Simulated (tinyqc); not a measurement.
Floating body of a partially depleted SOI transistor: body voltage and kink: two steps of the calculation.

Source at 0 V. Channel current Ic = 2 nf K Vt^2 [F(0) - F(Vd)](1 + la Vd), F(V) = ln^2(1 + exp((Vg - VT - nf V)/(2 nf Vt))), VT = VT0 - gb Vb. Saturation voltage Vs = 2 Vt sqrt(F(0)) + 3 Vt, excess Ve = (Vd - Vs + sqrt((Vd - Vs)^2 + 0.0004 V^2))/2, multiplication M1 = Ai Ve exp(-Bl/Ve). Each junction passes D(v) = J1 (exp(v/Vt) - 1) + J2 (exp(v/(2 Vt)) - 1). Bipolar current Ib = bb J1 (exp(Vb/Vt) - 1). The body settles where M1 (Ic + Ib) = D(Vb) + D(Vb - Vd) + Vb/Rb; drain current Id = (1 + M1)(Ic + Ib) - D(Vb - Vd).

Parameters, values chosen for the exercise; values of the order met in partially depleted silicon-on-insulator transistors: temperature T = 330 K; threshold at zero body voltage VT0 = 0.51 V; fall of the threshold per volt of body voltage gb = 0.34; slope factor nf = 1.38; gain factor per width K = 450 uA/(V^2 um); channel-length modulation factor la = 0.06 1/V; impact-ionisation prefactor Ai = 1.71 1/V; impact-ionisation voltage Bl = 7.1 V; diffusion saturation current of each junction J1 = 2.6e-11 uA/um; recombination saturation current of each junction J2 = 1.3e-8 uA/um; gain of the lateral bipolar transistor on the diffusion current bb = 1; resistance of a weak body tie to the source (1e9 stands for no tie, and the term is then dropped) Rb = 1e9 kohm um; gate voltage Vg = 0.44 V; drain voltage Vd = 2.5 V.

Constants: q = 1.602176634e-19 C, kB = 1.380649e-23 J/K, Vt = kB T/q. Results are converted to the units shown.

Task 1. New Vb. Current into the body I_in = M1 (Ic + Ib) - D(Vb - Vd), current out I_out = D(Vb) + Vb/Rb; f = ln(I_in/I_out), s = df/dVb by central differences over 1e-5 V, Vb(new) = Vb - f/s.

Vb at the start = 0.76 V

Give: Ic; Ve; M1; I_in; I_out; f; s; Vb after iteration 1.

Result 1.

Ic = 7.1453 uA/um
Ve = 2.2733 V
M1 = 0.17110
I_in = 3.0213 uA/um
I_out = 10.521 uA/um
f = -1.2477
s = -13.333 1/V
Vb after iteration 1 = 0.66642 V

Task 2. Drain current with floating and with grounded body. Id and VT at the converged Vb, Id at Vb = 0, their ratio, and the bipolar share Ib/(Ic + Ib).

converged Vb = 0.69917169 V

Give: VT; Id, floating; Id, grounded; ratio; bipolar share.

Result 2.

VT = 0.2723 V
Id, floating = 8.318 uA/um
Id, grounded = 0.1651 uA/um
ratio = 50.39
bipolar share = 17.49 %

The body rises to 0.699 V and lowers the threshold by 238 mV.

Range of the model: The multiplication law is an empirical form chosen for the exercise; self-heating and capacitive coupling to the body are left out, and the linear laws are rough once Vb passes about 0.7 V or M1 about 0.1.

Computed by the program tinyqc: `OMP_NUM_THREADS=1 python tinyqc.py 2182132 2182133 out.jsonl`, one thread of a shared Intel Xeon 2.30GHz, about 0.2 s for the whole run.
